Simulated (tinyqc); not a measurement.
# Vacuum evaporation: vapour pressure, source flux, thickness distribution, purity and step coverage, step by step

A worked calculation. Computed by tinyqc, a small Python program that keeps every step. Command: `OMP_NUM_THREADS=1 python tinyqc.py 3111419 3111420 out.jsonl evap walk`. One thread of a shared host (Intel(R) Xeon(R) Processor @ 2.30GHz), about 0.01 s of CPU time with the checks. Intermediate numbers are printed to about 6 digits and carried at full precision; extremes and crossings named in words are read from the listed rows.

Molecular flow, unit sticking of the metal, no re-evaporation. The background gas is taken as water vapour (18.015 g/mol, collision diameter 0.37 nm) at 300 K.

Inputs (values chosen for the exercise, modelled on germanium, with constants for the liquid):
```
quantity                         value    unit
molar mass M                     72.63   g/mol
film density rho                  5.32  g/cm^3
vapour-pressure constant A       10.64       -
vapour-pressure constant B       17600       K
source temperature T              1750       K
source area                        1.4    cm^2
directionality n                     2       -
source-to-wafer distance h          46      cm
wafer radius R                     2.5      cm
source offset from the axis s/h   0.23       -
background pressure p            0.001      Pa
sticking of background gas         0.9       -
aspect ratio of a trench          0.78       -
```

Constants: u = 1.6605390666e-27 kg; k_B = 1.380649e-23 J/K; R = 8.314462618 J/(mol K).

## Vapour pressure and flux

log10(p_v/Pa) = A - B/T; flux from the surface Phi = p_v/sqrt(2 pi m k_B T), m = M u. Mass loss = Phi x area x m; heat of evaporation = ln(10) R B; d ln Phi/dT = ln(10) B/T^2 - 1/(2 T).

vapour pressure p_v = 3.82699 Pa

flux Phi = 2.82829e+18 1/(cm^2 s)

mass loss = 1.71917 g/h

heat of evaporation = 336.948 kJ/mol

change of flux per kelvin = 1.29471 %/K

Holding the rate to 1 % needs the temperature to about 0.77 K.

## Rate and uniformity on a fixed wafer above the source

A small source emits (n + 1) Phi area cos^n(phi)/(2 pi) per solid angle; on a parallel plane at height h and lateral distance l the arrival rate is (n + 1) Phi area/(2 pi h^2) x (1 + (l/h)^2)^(-(n + 3)/2). Growth rate = arrival rate x m/rho, m = M u. The wafer is fixed and centred above the source.

arrival rate at the centre = 8.93465e+14 1/(cm^2 s)

growth rate at the centre = 0.202550 nm/s

edge over centre = 0.992654

non-uniformity (max - min)/(max + min) = 0.368665 %

share of the material that lands on the wafer, 1 - (1 + (R/h)^2)^(-(n + 1)/2) = 0.441423 %

## Offset source and rotation

Rotating wafer, source offset by s and facing upwards: thickness at radius r is the mean over the angle a of (1 + (r^2 + s^2 - 2 r s cos a)/h^2)^(-(n + 3)/2), by 360 equal steps; non-uniformity (max - min)/(max + min) over 21 radii from 0 to R.

centre thickness relative to an axial source = 0.879088

edge over centre, rotating = 0.994240

non-uniformity, rotating = 0.288835 %

## Choosing the offset

The curvature at the centre vanishes at s/h = sqrt(2/(n + 3)).

Against the offset:
```
s/h  centre thickness  edge over centre  non-uniformity (%)
0.0           1.00000           0.99265            0.368665
0.2           0.90660           0.99388            0.306977
0.4           0.69001           0.99671            0.164908
0.5           0.57243           0.99822            0.089060
0.6           0.46361           0.99959            0.020496
0.7           0.36901           1.00074            0.036871
0.8           0.29033           1.00164            0.081852
0.9           0.22688           1.00230            0.115063
1.1           0.13773           1.00306            0.152759
```

The best row, s/h = 0.6, has 0.020 % against 0.37 % on the axis, at the price of a rate lower by a factor 2.16; the small-wafer optimum is sqrt(2/(n + 3)) = 0.63.

## Scattering and purity

Mean free path lambda = k_B T_g/(sqrt2 pi d^2 p); unscattered share exp(-h/lambda); gas arrival p/sqrt(2 pi m_g k_B T_g); impurity ratio = sticking x gas arrival/metal arrival; monolayer time = 1e15 cm^-2/(sticking x gas arrival).

mean free path = 6.80983 m

unscattered share = 0.934682

gas arrival rate = 3.58398e+15 1/(cm^2 s)

impurity ratio = 3.61020

monolayer time = 0.310021 s

Caution: more gas than metal sticks, so a compound rather than a metal film would grow.

## A trench at the wafer edge

Fixed wafer, axial point source, trench running tangentially at r = R: the beam arrives at tan(a) = R/h. Shadowed share of the floor = aspect ratio x tan(a) (at most 1); the wall facing the source grows at tan(a) times the field rate, the other wall not at all.

angle a = 3.11084 degrees

shadowed share of the floor = 0.0423913

wall over field thickness = 0.0543478

Checks made by the program: share on the wafer by quadrature (relative difference 2e-10).
